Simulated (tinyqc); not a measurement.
Trap density from two Hall measurements.

Question. p-type body, charge-sheet picture, full ionisation (an idealisation for deep acceptors), Boltzmann statistics for free electrons. e = Ec - EF at the surface. psi = Eg - Vt ln(Nv/Na) - e; N_dep = sqrt(2 eps0 eps_r Na (psi - Vt)/q); n_f = sqrt(N_dep^2 + 2 eps0 eps_r Vt Nc exp(-e/Vt)/q) - N_dep; Vg = Vfb + psi + q (N_dep + n_t + n_f)/Cox, Cox = eps0 eox/tox. Find e and n_t at both points and the mean trap density between them.

Parameters, values chosen for the exercise; band and dielectric values close to those of 4H silicon carbide:
```
symbol    value   unit                                   meaning
T           475      K                               temperature
Eg         3.25     eV                                  band gap
eps_r      9.86                            relative permittivity
Nc      3.43e19  cm^-3    conduction-band density of states at T
Nv      4.94e19  cm^-3       valence-band density of states at T
eox         3.9           relative permittivity of the insulator
tox          50     nm                       insulator thickness
Na       1.5e17  cm^-3                          acceptor density
Vfb       -2.76      V  flat-band voltage without trapped charge
```

Constants: q = 1.602176634e-19 C, kB = 1.380649e-23 J/K, Vt = kB T/q, eps0 = 8.8541878128e-14 F/cm where lengths are in cm. Results are converted to the units shown.

Vg (V): [5.7078153, 6.9623750]
free sheet density from the Hall effect (cm^-2): [2.3904200e10, 1.1878574e11]

Solution. Each n_f fixes e; what the gate voltage holds beyond psi, N_dep and n_f is trapped; the difference quotient is the density, smeared over a few Vt.

e (eV): [0.205, 0.138]
n_t (cm^-2): [2.89e11, 6.81e11]
mean trap density = 5.84e12 cm^-2 eV^-1

Computed by the program tinyqc: `OMP_NUM_THREADS=1 python tinyqc.py 2222029 2222030 out.jsonl`, one thread of a shared Intel Xeon 2.30GHz, about 0.02 s for the whole run.
